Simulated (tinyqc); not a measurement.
Chemical-mechanical planarisation: Preston law, pattern density and step-height reduction: one step, computed by the program tinyqc. Command: `OMP_NUM_THREADS=1 python tinyqc.py 3022660 3022661 out.jsonl cmp walk`. One thread of a shared host (Intel(R) Xeon(R) Processor @ 2.30GHz), about 0.01 s of CPU time with the checks.

A row of 12 cells, repeated periodically, holds raised features that cover a share rho of each cell.

Task: State at time t. While h > h_c only raised areas polish, at R0/rho_eff, until t_c = rho_eff (h0 - h_c)/R0. After that h = h_c exp(-(t - t_c)/tau), tau = rho_eff h_c/R0; low areas polish at R0 (1 - h/h_c) and raised areas at R0 [1 + (1 - rho_eff) h/(rho_eff h_c)]. Removed from raised areas after t_c: h0 - h_c + R0 (t - t_c) + (1 - rho_eff)(h_c - h); from low areas: R0 (t - t_c) - rho_eff (h_c - h). Film left = z0 less the removal from raised areas.

Inputs (values chosen for the exercise, close to those used for oxide polishing):

| quantity | value | unit |
|---|---|---|
| initial step height h0 | 180 | nm |
| contact height h_c | 38 | nm |
| film above the raised areas z0 | 390 | nm |
| polish time t | 89 | s |

effective densities: 0.4653578  0.4139537  0.3477429  0.3963033  0.5404371  0.6251097  0.6154010  0.4350153  0.3084760  0.3300267  0.4176827  0.5044937

blanket rate R0 = 2.191261 nm/s

Give: Cells; range of film left across the row; largest remaining step; thinnest film left.

Result:

Cells:

| cell | rho_eff | t_c (s) | step h (nm) | removed, raised (nm) | removed, low (nm) | film left on raised areas (nm) |
|---|---|---|---|---|---|---|
| 1 | 0.46536 | 30.157 | 0.02589 | 291.24 | 111.27 | 98.76 |
| 2 | 0.41395 | 26.825 | 0.00658 | 300.51 | 120.51 | 89.49 |
| 3 | 0.34774 | 22.535 | 0.00062 | 312.43 | 132.43 | 77.57 |
| 4 | 0.39630 | 25.682 | 0.00379 | 303.69 | 123.69 | 86.31 |
| 5 | 0.54044 | 35.022 | 0.11980 | 277.69 | 97.81 | 112.31 |
| 6 | 0.62511 | 40.509 | 0.43362 | 262.34 | 82.77 | 127.66 |
| 7 | 0.61540 | 39.880 | 0.38094 | 264.10 | 84.48 | 125.90 |
| 8 | 0.43502 | 28.190 | 0.01200 | 296.71 | 116.72 | 93.29 |
| 9 | 0.30848 | 19.990 | 0.00009 | 319.50 | 139.50 | 70.50 |
| 10 | 0.33003 | 21.387 | 0.00028 | 315.62 | 135.62 | 74.38 |
| 11 | 0.41768 | 27.067 | 0.00735 | 299.84 | 119.84 | 90.16 |
| 12 | 0.50449 | 32.693 | 0.06090 | 284.18 | 104.24 | 105.82 |

range of film left across the row = 57.157 nm

largest remaining step = 0.43362 nm

thinnest film left = 70.504 nm

12 of 12 cells have reached contact. The cell with the lowest rho_eff has lost the most film from its raised areas.
